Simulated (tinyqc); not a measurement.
## MOSFET in the linear regime without short-channel effects, parameter extraction from computed curves: extraction methods against the first mobility attenuation factor

Inversion charge Q = Cox n Vt W0(exp((Vg - VT)/(n Vt))), W0 the Lambert function and n = nf; u = Q/Cox; mobility mu = mu0/(1 + th1 u + th2 u^2); channel resistance Rch = (L - dL)/(W mu Q); Id = Vd/(Rch + Rsd/W). Cox = eps0 eox/tox. Small Vd, no channel-length or drain effects.

From the continuous curve Id(Vg): tangent at peak gm (V_ext = Vg - Id/gm); constant current Id = 0.1 uA W/L; peak of d2Id/dVg2; Y = Id/sqrt(gm) drawn through Vg = VT + 0.6 and VT + 0.8 V, with intercept VT_Y and slope s. Mobilities gm,max L/(W Cox Vd) and s^2 L/(W Cox Vd) with the drawn L. Last column: share of Rsd/W in the total resistance at VT + 0.8 V.

Parameters, values chosen for the exercise; channel values of the order met in silicon transistors: temperature T = 300 K; relative permittivity of the gate insulator (close to silicon dioxide) eox = 3.9; insulator thickness tox = 1.9 nm; low-field mobility mu0 = 110 cm^2/(V s); second mobility attenuation factor th2 = 0 1/V^2; threshold voltage VT = 0.37 V; body factor nf = 1.24; gate width W = 1 um; drawn gate length L = 0.055 um; drawn less effective length dL = 0.019 um; source plus drain resistance Rsd = 150 ohm um; drain voltage Vd = 0.02 V.

Constants: q = 1.602176634e-19 C, kB = 1.380649e-23 J/K, Vt = kB T/q, eps0 = 8.8541878128e-14 F/cm where lengths are in cm. Results are converted to the units shown.

Result of one run:
columns A: V_ext (V); B: constant current (V); C: second derivative (V); D: VT_Y (V); E: mobility from gm (cm^2/(V s)); F: mobility from Y (cm^2/(V s)); G: series share (%)
```
A          B      C      D    E    F     G
0.358  0.366  0.356  0.415  101  152  31.3
```

Which first mobility attenuation factor th1 gave this result: 0, 0.4, 0.6, 0.8 or 1 1/V?

th1 = 0.4 1/V.

The whole series:
columns A: th1 (1/V); B: V_ext (V); C: constant current (V); D: second derivative (V); E: VT_Y (V); F: mobility from gm (cm^2/(V s)); G: mobility from Y (cm^2/(V s)); H: series share (%)
```
A        B      C      D      E     F    G     H
0    0.365  0.365  0.359  0.415   110  152  36.9
0.2  0.361  0.366  0.357  0.415   105  152  33.9
0.4  0.358  0.366  0.356  0.415   101  152  31.3
0.6  0.356  0.366  0.356  0.415  97.4  152  29.1
0.8  0.353  0.366  0.355  0.415  94.2  152  27.2
1    0.351  0.366  0.354  0.415  91.4  152  25.6
1.2  0.349  0.366  0.353  0.415  88.8  152  24.1
```

The model has VT = 0.37 V and mu0 = 110 cm^2/(V s). Over the table the extracted thresholds move by 16 mV (tangent), 0.98 mV (constant current), 6.0 mV (second derivative), under 0.5 mV (Y function). The mobility from gm falls from 110 to 88.8 and that from Y stays near 152 cm^2/(V s).

Computed by the program tinyqc: `OMP_NUM_THREADS=1 python tinyqc.py 2210139 2210140 out.jsonl`, one thread of a shared Intel Xeon 2.30GHz, about 0.01 s for the whole run.
